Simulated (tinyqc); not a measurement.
Width and zero-phonon weight against temperature: configuration-coordinate model of a defect: Huang-Rhys factor and luminescence line shape. Computed by tinyqc, a small Python program. Command: `OMP_NUM_THREADS=1 python tinyqc.py 3030413 3030414 out.jsonl ccline walk`. One thread of a shared host (Intel(R) Xeon(R) Processor @ 2.30GHz), about 0.02 s of CPU time with the checks.

Ground state E_g(Q) = (1/2) omega_g^2 Q^2; excited state E_e(Q) = E_0 + (1/2) omega_e^2 (Q - dQ)^2 with omega_e = omega_g and E_0 = E_ZPL. Q is mass-weighted; the dipole does not depend on Q (Condon approximation).

Inputs (values chosen for the exercise, for a model defect in a wide-gap host): zero-phonon energy E_ZPL = 2.35 eV; displacement dQ = 0.413 u^(1/2) angstrom; ground-state phonon hbar omega_g = 52.9 meV.

Modes: equal frequencies in both states.

Constants: hbar^2/u = 4.18015928e-03 eV angstrom^2; k_B = 8.617333262e-05 eV/K.

Method:
- S = hbar omega dQ^2/(2 hbar^2/u) for each state; relaxation energy S hbar omega; absorption at E_0 + S_e hbar omega_e, emission at E_0 - S_g hbar omega_g; the Stokes shift is their difference.
- Overlaps <m_e|n_g> of harmonic-oscillator functions (Hermite recursion, positive leading coefficients) by a sum over an even grid (700 points from x = -9 to 9 + d for the small table, 1500 points from -16 to 16 + d for the thermal sums), with x = Q sqrt(omega_g/hbar), d = sqrt(2 S_g) and frequency ratio omega_e/omega_g.
- Initial levels m = 0..24 carry Boltzmann weights exp(-m hbar omega_e/k_B T), normalised; final levels n = 0..79; a line lies at E_ZPL + m hbar omega_e - n hbar omega_g with weight w_m <m|n>^2. Moments are taken over these weights without the E^3 factor; FWHM = 2 sqrt(2 ln 2) x standard deviation; the zero-phonon weight is the sum of w_m <m|m>^2.
- For comparison: FWHM(0) sqrt(coth(hbar omega_e/2 k_B T)) with FWHM(0) from the first row, and exp(-S_g coth(hbar omega_e/2 k_B T)).

S_g = 1.07928

Against temperature:
```
T (K)  mean energy (eV)  FWHM (eV)  coth law (eV)  zero-phonon weight  exp(-S coth)
31               2.2929    0.12941        0.12941             0.33984       0.33984
92               2.2929    0.12958        0.12958             0.33941       0.33891
180              2.2929    0.13376        0.13376             0.32881       0.31569
310              2.2929    0.14870        0.14870             0.29546       0.24052
490              2.2929    0.17362        0.17362             0.25320       0.14333
740              2.2929    0.20656        0.20656             0.21511       0.06396
1000             2.2929    0.23721        0.23721             0.19020       0.02662
```

What does the comparison show, and why?

The width grows by a factor 1.83, flat while k_B T is well below hbar omega and as sqrt(T) above; for equal frequencies the coth law is exact. The mean energy stays fixed, as it must for equal frequencies. The zero-phonon weight goes from 0.340 to 0.190; the single exponential assumes equal frequencies, leaves out lines that absorb and emit the same number of phonons, and falls to 0.0266.
